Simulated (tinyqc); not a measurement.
# Resistance of a circular point contact between the ballistic and the diffusive limit, step by step

Numbers from tinyqc (`OMP_NUM_THREADS=1 python tinyqc.py 2760158 2760159 out.jsonl`; about 0.01 s on one thread of a shared Intel Xeon 2.30GHz). Printed values are rounded.

Two half-spaces of a free-electron metal (one valley, spin 2) meet through a circular opening of radius a in an insulating sheet.

Inputs (values chosen for the exercise):
```
symbol   value   unit                meaning
n       4.1e22  cm^-3  free-electron density
l           19     nm         mean free path
a          4.5     nm  radius of the opening
```

Constants: q = 1.602176634e-19 C, hbar = 1.054571817e-34 J s. Results are converted to the units shown.

## Fermi wave number and resistivity

kF = (3 pi^2 n)^(1/3), resistivity rho = hbar kF/(n q^2 l). Maxwell: RM = rho/(2 a); Sharvin: RS = 4 rho l/(3 pi a^2); interpolation R = RS + gamma RM, gamma = (1 + 0.83 K)/(1 + 1.33 K), K = l/a.

kF = 10.6676 1/nm
rho = 5.62582 uohm cm
modes (kF a)^2/4 = 576.105

## Resistances

As before.

RM = 6.25092 ohm
RS = 22.4029 ohm
gamma = 0.680887
R = 26.6590 ohm

The Sharvin term makes up 84.0 % of R; it equals (h/2q^2) over the number of modes.
